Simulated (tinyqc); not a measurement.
Complex band structure along [001] in sp3s* tight binding: sweeps and comparisons. A value that a table varies takes the place of the one given here.

For k = (0, 0, kz) the phase sums are g0 = cos(phi) and g3 = i sin(phi), phi = kz a/4, and the s, pz, s* orbitals of anion (a) and cation (c) decouple from px, py. With z = exp(i phi), H(z) = H0 + z T + T^T/z for any complex z. H0 is diagonal (Esa, Epa, Exa, Esc, Epc, Exc). The anion-cation block is B(z) = z U + W/z and the cation-anion block z W^T + U^T/z, where U has Vss/2 (s,s), Vsapc/2 (s,z), -Vscpa/2 (z,s), Vxx/2 (z,z), Vxapc/2 (s*,z), -Vpaxc/2 (z,s*), and W has the same values with the s-z and s*-z signs reversed. |z| = 1 is a band state, |z| < 1 decays along [001] as exp(-kappa d) over a distance d, kappa = -(4/a) ln|z|. No spin-orbit coupling.

Values chosen for the exercise (near a published set for GaP, fitted to gaps, whose masses and valley positions are rough (light masses up to twice too heavy); shifted at random, so the results belong to these values and not to a real crystal): p = (-8.166, 1.115, -2.197, 4.121, 8.494, 7.187, -7.504, 2.165, 5.109, 4.322, 6.344, 4.63, 5.043) eV (order Esa, Epa, Esc, Epc, Exa, Exc, Vss, Vxx, Vxy, Vsapc, Vscpa, Vxapc, Vpaxc); a = 5.448 angstrom (lattice constant); Eg = 2.401 eV (top of the energy range, the indirect gap); dE = 0.78 eV (E - Ev).

## Two branches across an indirect gap

Ev = -0.01757 eV

The smallest kappa with Re kz = 0 and the smallest with Re kz > 0, at energies E from Ev; a dash: no such root.

Decay constants:

| E/Eg | E (eV) | kappa at Gamma (1/angstrom) | kappa off Gamma (1/angstrom) | its Re kz (2 pi/a) |
|---|---|---|---|---|
| 0.05 | 0.1201 | 0.0676 | 0.7296 | 0.835 |
| 0.20 | 0.4802 | 0.1281 | 0.6855 | 0.841 |
| 0.35 | 0.8404 | 0.1593 | 0.6355 | 0.848 |
| 0.50 | 1.2005 | 0.1770 | 0.5774 | 0.857 |
| 0.65 | 1.5607 | 0.1842 | 0.5075 | 0.870 |
| 0.80 | 1.9208 | 0.1809 | 0.4180 | 0.890 |
| 0.90 | 2.1609 | 0.1715 | 0.3364 | 0.916 |
| 0.97 | 2.3290 | 0.1603 | 0.2143 | 1.000 |

The branch at Gamma decays more slowly on all rows listed; the other takes over only closer to its band edge, where its kappa goes to zero. The two differ in Re kz, so passing from one to the other needs kz from an abrupt interface, a steep field, a phonon or a defect. Valleys off the [001] axis, such as L, are not seen on these branches.

## Energy and lattice constant

The slowest root of the s-pz block and the heavy-hole branch, sinh^2(kappa a/4) = ((E - Epa)(E - Epc) - Vxx^2)/(Vxx^2 - Vxy^2), at E = Ev + dE with Ev the lower root of [[Epa, Vxx], [Vxx, Epc]]; the couplings are kept when a changes. Each row changes one parameter from the base and keeps the others.

Results:

| case | slowest kappa (1/angstrom) | heavy-hole kappa (1/angstrom) |
|---|---|---|
| base | 0.1552 | 0.2894 |
| dE = 0.75 eV | 0.1530 | 0.2850 |
| a = 5.611 angstrom | 0.1507 | 0.2810 |

The largest shifts from the base row, up to three for each result and ties (the steps differ in size, so this ranks the rows, not the parameters). slowest kappa (1/angstrom): a -0.0045, dE -0.0022. heavy-hole kappa (1/angstrom): a -0.0084, dE -0.0045. With the couplings fixed, kappa a stays, so kappa scales as 1/a.

Computed by tinyqc, a small Python program: `OMP_NUM_THREADS=1 python tinyqc.py 1450262 1450263 out.jsonl` (the numbers bound the seed that draws the inputs); one thread of a shared host (Intel(R) Xeon(R) Processor @ 2.30GHz), about 0.01 s for the whole set of steps.
